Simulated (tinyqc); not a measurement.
Photoconductance decay in a wafer: bulk and surface recombination modes, and iron detection by pair splitting: one step, computed by the program tinyqc. Command: `OMP_NUM_THREADS=1 python tinyqc.py 3113395 3113396 out.jsonl pcd walk`. One thread of a shared host (Intel(R) Xeon(R) Processor @ 2.30GHz), about 0.01 s of CPU time with the checks.

Both faces of the wafer have the same S; injection is low and all coefficients are constant. x runs from -W/2 to W/2.

Task: Decay rates of the even modes. Even modes cos(a x) obey b tan b = S W/(2 D) with b = a W/2, odd modes sin(a x) obey -b cot b = S W/(2 D); each decays at the rate 1/tau_b + D a^2.

Inputs (values chosen for the exercise, modelled on p-type silicon):

| quantity | value | unit |
|---|---|---|
| thickness W | 775 | micrometre |
| diffusivity D | 25.5 | cm^2/s |
| bulk lifetime tau_b without iron | 44 | microsecond |
| surface recombination velocity S | 640 | cm/s |

Give: the table «The first four even modes: b, surface rate and decay time» with the columns b_n, surface rate D a^2 (1/s), decay time (microsecond), for n = 0, 1, 2, 3.

Result:

The first four even modes: b, surface rate and decay time:

| n | b_n | surface rate D a^2 (1/s) | decay time (microsecond) |
|---|---|---|---|
| 0 | 0.8516 | 1.2316e+04 | 28.536 |
| 1 | 3.4187 | 1.9849e+05 | 4.521 |
| 2 | 6.4332 | 7.0284e+05 | 1.378 |
| 3 | 9.5265 | 1.5412e+06 | 0.639 |
